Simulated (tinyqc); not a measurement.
MOSFET in saturation, small-signal circuit and noise: one step of the calculation.

Bias by the inversion coefficient IC = I/Ispec (charge-based model with velocity saturation; weak inversion below 0.1, strong above 10). Common-source circuit: gm, gds, Cgs, Cgd and Cj at the inner nodes, Rg in series with the gate; quasi-static, no source or drain resistance, no gate-body capacitance, no substrate network, no induced gate noise, so fmax is an upper estimate.

Question. Capacitances, gate resistance and cut-off frequencies. qs = [sqrt(1 + 4 IC) - 1]/2, Cgs = Cox W L qs (2 qs + 3)/(3 (qs + 1)^2) + Cov W, Cgd = Cov W, Cd = Cj W, Rg = Rsh (Wf/L)/(12 Nf) + Rc/W with Nf = W/Wf fingers (not rounded) contacted at both ends. fT = gm/(2 pi (Cgs + Cgd)), fmax = fT/(2 sqrt(Rg (gds + 2 pi fT Cgd))).

Inputs (values chosen for the exercise):
- L = 130 nm (gate length)
- W = 80 um (total gate width)
- Cox = 1.01 uF/cm^2 (gate capacitance)
- Cov = 0.3 fF/um (overlap and fringe capacitance per side)
- Cj = 0.57 fF/um (drain junction capacitance)
- Rsh = 20 ohm (sheet resistance of the gate)
- Wf = 0.5 um (finger width)
- Rc = 200 ohm um (gate contact and vertical resistance)
- IC = 0.7 (inversion coefficient)

gm = 6.2168958 mS
gds = 0.099470334 mS

Find: Cgs; Cgd; Cd; Rg; fT; fmax.

Answer.

Cgs = 54.18 fF
Cgd = 24.00 fF
Cd = 45.60 fF
Rg = 2.540 ohm
fT = 12.66 GHz
fmax = 88.61 GHz

Overlap and fringe make up 61.4 % of the gate capacitance; fmax is 7.00 times fT.

Computed by the program tinyqc: `OMP_NUM_THREADS=1 python tinyqc.py 2150034 2150035 out.jsonl`, one thread of a shared Intel Xeon 2.30GHz, about 0.01 s for the whole run.
